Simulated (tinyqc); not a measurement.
Effective charge: two electrons on one impurity (helium-like model).

Units Ha* = 2 Ry m/eps^2 and a* = a0 eps/m. One electron is bound by Z^2/2. Two electrons in the singlet built from exp(-a r) and exp(-b r): S = 8 (ab)^(3/2)/(a + b)^3, h_aa = a^2/2 - Z a, h_bb alike, h_ab = S (ab/2 - Z (a + b)/2), J = ab (a^2 + 3ab + b^2)/(a + b)^3, K = 20 (ab)^3/(a + b)^5, E = (h_aa + h_bb + 2 S h_ab + J + K)/(1 + S^2). For a = b this is a^2 - 2 Z a + 5a/8. Real double donors are deeper, since the central cell is left out.

Parameters, chosen for this exercise (out of a larger set: near those of impurities in Ge; not measured data): m = 0.17 m0 (one mean mass); eps = 15.8 (dielectric constant); Zs = (1, 1.07, 1.14, 1.66, 1.89, 2.91, 4) (charges).

Ha* = 18.5304 meV

Binding of the first electron, of the second (-E - Z^2/2) with equal and with unequal orbitals, and U, the first less the second (unequal).

Results (meV):
```
Z     first  second, equal  second, unequal   a/b     U  U/(Z Ha*)
1.00    9.3          -0.51             0.25  3.67   9.0      0.487
1.07   10.6           0.03             0.72  3.13   9.9      0.499
1.14   12.0           0.65             1.31  2.82  10.7      0.508
1.66   25.5           8.12             8.66  2.02  16.9      0.548
1.89   33.1          13.02            13.54  1.89  19.6      0.558
2.91   78.5          46.57            47.05  1.60  31.4      0.582
4.00  148.2         103.73           104.20  1.47  44.0      0.594
```

Equal orbitals bind a second electron only above Z = (5/16)/(1 - 1/sqrt2) = 1.067; unequal ones do so in 7 of the 7 rows. Their gain is 0.75 meV in the first row and 0.47 in the last, while the second binding grows to 104 meV, so the gain decides the matter only near Z = 1. U grows almost linearly with Z: U/(Z Ha*) goes from 0.487 to 0.594, towards 5/8, while the first binding grows as Z^2. Angular correlation is left out: at Z = 1 this function binds the second electron by 0.0133 Ha*, half the exact 0.0278.

tinyqc: `OMP_NUM_THREADS=1 python tinyqc.py 1280604 1280605 out.jsonl`; about 0.04 s, one thread, shared Intel(R) Xeon(R) Processor @ 2.30GHz.
